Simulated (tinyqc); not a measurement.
From results back to parameters: electrons shared among three sets of ellipsoidal valleys. Three cases, with inputs chosen for the exercise.

Problem. With Boltzmann statistics n(L)/n(Gamma) = R exp(-dE/kB T), where R = N_2/N_1 does not depend on T. Two ratios were computed from hidden R and dE.

Constants: kB = 8.617333262e-05 eV/K.

Case 1.

Values chosen (out of a larger set: masses and offsets near those of InP; mobilities are free inputs, held fixed; not measured data): Ta = 300 K; Tb = 600 K.

ratio at Ta = 1.37981e-10
ratio at Tb = 6.70453e-05

Case 2.

Values chosen (out of a larger set: masses and offsets near those of InP; mobilities are free inputs, held fixed; not measured data): Ta = 300 K; Tb = 450 K.

ratio at Ta = 1.05378e-07
ratio at Tb = 6.99886e-05

Case 3.

Values chosen (out of a larger set: masses and offsets near those of GaAs; mobilities are free inputs, held fixed; not measured data): Ta = 300 K; Tb = 500 K.

ratio at Ta = 0.00454488
ratio at Tb = 0.136728

Find: dE; R.

Solution. dE = kB ln(ratio_b/ratio_a)/(1/Ta - 1/Tb); then R = ratio_a exp(dE/kB Ta).

Case 1.

dE = 0.677 eV
R = 32.6

Case 2.

dE = 0.504 eV
R = 30.9

Case 3.

dE = 0.220 eV
R = 22.6

Computed by tinyqc, one run a case: `OMP_NUM_THREADS=1 python tinyqc.py N N+1 out.jsonl` with N = 1652331, 1652348, 1652389; one thread of a shared Intel(R) Xeon(R) Processor @ 2.30GHz, about 0.01 s a run at most.
